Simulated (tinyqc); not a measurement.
Cluster expansion of a binary alloy: correlations, fit, cross-validation and ground states: one step, computed by the program tinyqc.

s = +1 for A and -1 for B. Energy per site E = J0 + J1 P(point) + sum over clusters of m V P, with P the mean product of spins; V > 0 on a pair favours unlike neighbours. Clusters per site m: pair 1 2, pair 2 2, pair 3 2, triplet 4; the triplet is two first-neighbour bonds at a right angle. Formation energies are counted from the line between pure A and pure B, which removes J0 and J1.

Problem. Formation energies. Exact: X V with V = (V1, V2, V3, Vt). The data to fit add the noise amplitude times the normal numbers, standing for what the clusters leave out.

Inputs (values chosen for the exercise, for a model alloy):
```
quantity,value,unit
first-pair interaction V1,11.8,meV
second-pair interaction V2,5.6,meV
third-pair interaction V3,1.1,meV
triplet interaction Vt,2.9,meV
noise amplitude,1,meV/site
```

Lattice: square.

X:
```
,pair 1,pair 2,pair 3,triplet
A,0.000000,0.000000,0.000000,0.000000
A3B p(2x2),-2.000000,-2.000000,0.000000,-4.000000
A3B c(4x2),-2.000000,-2.000000,-1.000000,-4.000000
A2B diagonal rows,-2.666667,-1.333333,-2.666667,-2.666667
A2B rows,-1.333333,-2.666667,-1.333333,0.000000
AB c(2x2),-4.000000,0.000000,0.000000,0.000000
AB p(2x1),-2.000000,-4.000000,0.000000,0.000000
A2B2 rows,-1.000000,-2.000000,-2.000000,0.000000
AB2 diagonal rows,-2.666667,-1.333333,-2.666667,2.666667
AB2 rows,-1.333333,-2.666667,-1.333333,0.000000
AB3 p(2x2),-2.000000,-2.000000,0.000000,4.000000
AB3 c(4x2),-2.000000,-2.000000,-1.000000,4.000000
B,0.000000,0.000000,0.000000,0.000000
```

standard normal numbers for the noise (0 for the pure ends): A 0.000, A3B p(2x2) 0.594, A3B c(4x2) 0.917, A2B diagonal rows 0.223, A2B rows -2.006, AB c(2x2) 2.732, AB p(2x1) 1.081, A2B2 rows 1.204, AB2 diagonal rows 0.625, AB2 rows -0.174, AB3 p(2x2) 0.030, AB3 c(4x2) -0.376, B 0.000

Give: exact energies; data.

Solution.

exact energies (meV/site): A 0.00, A3B p(2x2) -46.40, A3B c(4x2) -47.50, A2B diagonal rows -49.60, A2B rows -32.13, AB c(2x2) -47.20, AB p(2x1) -46.00, A2B2 rows -25.20, AB2 diagonal rows -34.13, AB2 rows -32.13, AB3 p(2x2) -23.20, AB3 c(4x2) -24.30, B 0.00

data (meV/site): A 0.00, A3B p(2x2) -45.81, A3B c(4x2) -46.58, A2B diagonal rows -49.38, A2B rows -34.14, AB c(2x2) -44.47, AB p(2x1) -44.92, A2B2 rows -24.00, AB2 diagonal rows -33.51, AB2 rows -32.31, AB3 p(2x2) -23.17, AB3 c(4x2) -24.68, B 0.00
